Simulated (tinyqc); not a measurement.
Index ratio and exit index from two stacks.

Question. A quarter-wave stack has T0 = 4 y/(1 + y)^2 with y = (ns/n0)(nL/nH)^(2 N), and y < 1 here. Find nH/nL and ns/n0.

T0 for N = 32 and 34 pairs (%): 0.01919476456  0.01114966398

Solution. sqrt(1 - T0) = |1 - y|/(1 + y) gives y for each stack; two more pairs multiply y by (nL/nH)^4.

nH/nL = 1.145
ns/n0 = 0.2859

Numbers from tinyqc (`OMP_NUM_THREADS=1 python tinyqc.py 2650029 2650030 out.jsonl`; about 0.01 s on one thread of a shared Intel Xeon 2.30GHz).
